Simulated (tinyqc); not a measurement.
Inside a calculation. Model: Gupta-type many-body potential for a metal. Computed by tinyqc, a small Python program that keeps every step. Command: `OMP_NUM_THREADS=1 python tinyqc.py 3017393 3017394 out.jsonl gupta walk`. One thread of a shared host (Intel(R) Xeon(R) Processor @ 2.30GHz), about 0.02 s of CPU time with the checks. Intermediate numbers are printed to about 5 digits and carried at full precision; extremes and crossings named in words are read from the listed rows.

E_i = sum_j A exp(-p (r_ij/r0 - 1)) - xi rho_i^gamma, with rho_i = sum_j exp(-2 q (r_ij/r0 - 1)); gamma = 1/2 is the tight-binding second-moment form. The crystal is fcc unless stated; d is the neighbour distance and a fixed number of shells is kept.

Inputs (values chosen for the exercise, for a model metal):
```
quantity                  value      unit
repulsion A               0.173        eV
hopping xi                 2.11        eV
decay p                    10.6         -
decay q                     3.8         -
reference distance r0     2.749  angstrom
shells kept                   3         -
embedding exponent gamma   0.45         -
```

Surface: (110).

Constants: 1 eV/angstrom^3 = 160.2176634 GPa; 1 eV/angstrom^2 = 16.02176634 J/m^2.

## Equilibrium of the fcc crystal

fcc shells: d sqrt(k), k = 1..5, with 12, 6, 24, 12, 24 atoms; Omega = d^3/sqrt2. Equilibrium: dE/dd = 0; B = d^2 E''(d)/(9 Omega).

neighbour distance d = 2.7413 angstrom

lattice constant = 3.8768 angstrom

cohesive energy E_c = 4.4492 eV

bulk modulus B = 198.34 GPa

## Shell terms at equilibrium

Repulsion and density of one neighbour in each shell, and their sums.

Shells:
```
shell  count  r (angstrom)  repulsion (eV)  density
1         12        2.7413      1.7822e-01   1.0215
2          6        3.8768      2.2359e-03   0.0443
3         24        4.7481      7.7694e-05   0.0040
```

repulsive energy = 2.1539 eV

density rho = 12.619

The band term is -xi rho^gamma = -6.6031 eV; with the repulsion it gives -E_c.

## Unrelaxed vacancy

Each neighbour j of the vacancy loses one repulsive term and one density term: E_v = sum_shells count x {-repulsion - xi [(rho - density)^gamma - rho^gamma]}. (The removed atom returns to a bulk-like site, so its own energy cancels.)

vacancy energy E_v = 0.88467 eV

ratio E_v/E_c, E_c = xi rho^gamma less the repulsive energy = 0.19884

A pair potential gives E_v = E_c; here the ratio is 0.20, as the remaining bonds of the neighbours strengthen when one is lost.

## Elastic constants

Second derivatives of E/Omega at equilibrium under homogeneous strain: e_xx = h gives C11; e_xx = -e_yy = h gives 2 (C11 - C12); e_xy = e_yx = h/2 gives C44.

C11 = 229.98 GPa

C12 = 182.52 GPa

C44 = 64.513 GPa

Cauchy pressure C12 - C44 = 118.01 GPa

C12/C44 = 2.83; pair forces would give 1. The excess comes from the curvature of the embedding term.

## The (110) surface

Cut the crystal without relaxation; an atom in layer l keeps the neighbours that lie below the surface plane. Excess = E_i + E_c. Surface energy = sum of excesses over the layers, divided by the area per surface atom: (sqrt3/2) d^2 for (111), d^2 for (100), sqrt2 d^2 for (110).

Layers:
```
layer  nearest neighbours  repulsion (eV)     rho  excess (eV)
1                       7          1.2576   7.383      0.51881
2                      11          1.9707  11.485      0.09076
3                      12          2.1536  12.603      0.00344
```

excess per surface atom = 0.61301 eV

surface energy = 0.92416 J/m^2

## Three surfaces against bond counting

Bond counting with pair bonds charges E_c/12 for each missing nearest neighbour: 3, 4 and 6 per surface cell.

Surfaces:
```
face   missing bonds  excess (eV)  bond counting (eV)    ratio  surface energy (J/m^2)
(111)              3      0.28397              1.1123  0.25530                 0.69911
(100)              4      0.38855              1.4831  0.26199                 0.82841
(110)              6      0.61301              2.2246  0.27556                 0.92416
```

The order of surface energies is (111) < (100) < (110), with (110)/(111) = 1.322 against 1.225 from counting first-neighbour bonds. The excess is 0.26 to 0.28 of the bond-counting value: atoms with fewer neighbours have stronger bonds. Further shells enter the excess but not the count. Caution: relaxation, left out here, lowers surface energies.

## Energy against coordination

Nearest neighbours only, z equal bonds relaxed to their best length: r/r0 = 1 + ln[A p z^(1 - gamma)/(2 q gamma xi)]/(p - 2 q gamma), E = z A exp(-p (r/r0 - 1)) - xi [z exp(-2 q (r/r0 - 1))]^gamma.

Relaxed bonds:
```
z   r (angstrom)  E per atom (eV)  E/z (eV)
1         2.2245          -2.7447   -2.7447
2         2.3705          -3.1267   -1.5634
3         2.4558          -3.3744   -1.1248
4         2.5164          -3.5620   -0.8905
6         2.6018          -3.8442   -0.6407
8         2.6624          -4.0578   -0.5072
9         2.6872          -4.1487   -0.4610
12        2.7478          -4.3793   -0.3649
```

Bonds lengthen from 2.224 to 2.748 angstrom between z = 1 and 12, and |E| grows as z^0.188, the exponent gamma (p - 2q)/(p - 2 q gamma) = 0.188; pair bonds would give z^1 at a fixed length.

Checks made by the program: sum of the shell terms (relative difference below 1e-10); (C11 + 2 C12)/3 against B (relative difference 3e-10).
